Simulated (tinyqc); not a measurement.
# Solid solubility of a dopant against its melt (retrograde solidus), clustering and the electrically active fraction, step by step

A worked calculation. Computed by tinyqc, a small Python program that keeps every step. Command: `OMP_NUM_THREADS=1 python tinyqc.py 3015282 3015283 out.jsonl retro walk`. One thread of a shared host (Intel(R) Xeon(R) Processor @ 2.30GHz), about 0.01 s of CPU time with the checks. Intermediate numbers are printed to about 7 digits and carried at full precision; extremes and crossings named in words are read from the listed rows.

Inputs (values chosen for the exercise, of the order of those of copper in silicon for the solubility):
```
quantity                                       value            unit
melting point of the host T_m                   1687               K
heat of melting of the host H_f                 50.2          kJ/mol
interaction L of the melt                        -13          kJ/mol
enthalpy of transfer from melt to solid H       1.38              eV
entropy of transfer S                           2.67             k_B
site density N0                                5e+22          1/cm^3
temperature T                                   1475               K
total dopant density N_t                     3.9e+20          1/cm^3
atoms per cluster m                                2               -
cluster scale N* at 1273 K                   2.8e+20          1/cm^3
activation energy E_b of the cluster scale      0.31              eV
anneal temperature T_a                          1375               K
prefactor of n_i                            3.92e+16  1/(cm^3 K^1.5)
energy E_i in n_i                              0.606              eV
mobility mu                                       65      cm^2/(V s)
```

Clustering: clusters that take up free electrons.

Constants: R = 8.314462618 J/(mol K); k_B = 8.617333262e-05 eV/K; e = 1.602176634e-19 C; N_A = 6.02214076e+23 1/mol.

## Liquidus and solidus at T

x_l and x_s are atom fractions of the dopant in melt and solid; the solid is dilute. Liquidus of the host: R T ln(1 - x_l) + L x_l^2 = -H_f (1 - T/T_m). Distribution: k = x_s/x_l = exp[L (1 - x_l)^2/(R T)] exp(S/k_B - H/(k_B T)), the first factor being the activity coefficient in the melt. Solubility = x_s N0; at T_m x_l = 0.

x_l = 0.3293072

distribution coefficient k = 1.727026e-04

x_s = 5.687221e-05

solubility = 2.843610e+18 1/cm^3

k at the melting point = 4.309378e-04

k has changed by a factor 0.40 from its value at T_m, while x_l has grown from 0 to 0.329.

## The retrograde maximum

The largest x_s N0 between 900 K and T_m. For an ideal melt with constant heats the maximum has x_l = H_f/(H + H_f), H in the same units.

temperature of the maximum = 1528.733 K

largest solubility = 3.028082e+18 1/cm^3

x_l there = 0.2601470

ideal-melt value H_f/(H + H_f) = 0.2737937

The maximum lies 158 K below T_m: above it the melt runs out of dopant, below it k falls as exp(-H/(k_B T)).

## The solidus

The formulas are those given above.

Against temperature:
```
T (K)        x_l             k  solubility (1/cm^3)  over the maximum
1000   0.7790458  1.484299e-06         5.781683e+16         0.0190935
1100   0.7017605  6.053800e-06         2.124159e+17         0.0701487
1200   0.6162204  1.907555e-05         5.877372e+17         0.1940955
1300   0.5218672  4.900452e-05         1.278692e+18         0.4222780
1400   0.4169671  1.063925e-04         2.218109e+18         0.7325129
1500   0.2978958  1.994417e-04         2.970643e+18         0.9810311
1580   0.1874637  2.978474e-04         2.791779e+18         0.9219628
1640   0.0904202  3.768960e-04         1.703951e+18         0.5627162
1675   0.0247565  4.186194e-04         5.181771e+17         0.1711239
```

Between the first rows the Arrhenius energy of the solubility is 1.23 eV, against H = 1.38 eV; it shrinks to zero at 1529 K and turns negative beyond. A crystal saturated at the maximum precipitates dopant-rich liquid on cooling and on heating alike. Below a eutectic or compound temperature another phase would set the limit.

## Active fraction after the anneal

A highly soluble donor (another dopant than that of the solidus) is limited by clustering. Donors N_a are active, and clusters hold m atoms each: N_t = N_a + m C, m C = N* (N_a/N*)^m (n/N*)^m, each atom taking one electron, n = N_a/2 + sqrt(N_a^2/4 + n_i^2), n_i = prefactor x T^1.5 exp(-E_i/(k_B T)), with N*(T) = N*(1273 K) exp[-(E_b/k_B)(1/T - 1/1273)]. Resistivity = 1/(e mu N_a).

N*(T_a) = 3.453028e+20 1/cm^3

active density N_a = 2.666716e+20 1/cm^3

active fraction = 0.6837733

resistivity = 0.3600804 milliohm cm

Doubling the dose would raise N_a by only 36 %. Caution: this clustering law is a generic form; degeneracy and a doping-dependent mobility are left out.

## Active against total

A highly soluble donor (another dopant than that of the solidus) is limited by clustering. Donors N_a are active, and clusters hold m atoms each: N_t = N_a + m C, m C = N* (N_a/N*)^m (n/N*)^m, each atom taking one electron, n = N_a/2 + sqrt(N_a^2/4 + n_i^2), n_i = prefactor x T^1.5 exp(-E_i/(k_B T)), with N*(T) = N*(1273 K) exp[-(E_b/k_B)(1/T - 1/1273)].

Active density (1/cm^3):
```
N_t (1/cm^3)    N_a at T_a   fraction  N_a at T_a + 150 K  N_a at T_a - 150 K
1.00e+19      9.999212e+18  0.9999212        9.999074e+18        9.999030e+18
3.00e+19      2.997449e+19  0.9991495        2.998168e+19        2.994566e+19
1.00e+20      9.771888e+19  0.9771888        9.881491e+19        9.483109e+19
2.00e+20      1.763119e+20  0.8815597        1.861178e+20        1.591580e+20
5.00e+20      3.007241e+20  0.6014482        3.430846e+20        2.503434e+20
1.00e+21      3.967961e+20  0.3967961        4.663834e+20        3.214647e+20
2.00e+21      4.984897e+20  0.2492449        5.944343e+20        3.984698e+20
5.00e+21      6.504114e+20  0.1300823        7.826033e+20        5.154740e+20
```

The exponent d ln N_a/d ln N_t falls from 1.00 to 0.29, towards 1/(2m) = 0.250. At the highest dose a 150 K hotter anneal gives 1.20 times the active density, and a later step 150 K cooler would cut it to 0.79 if it ran to equilibrium: short hot anneals come last.

Checks made by the program: the ideal-melt maximum (relative difference 2e-08).
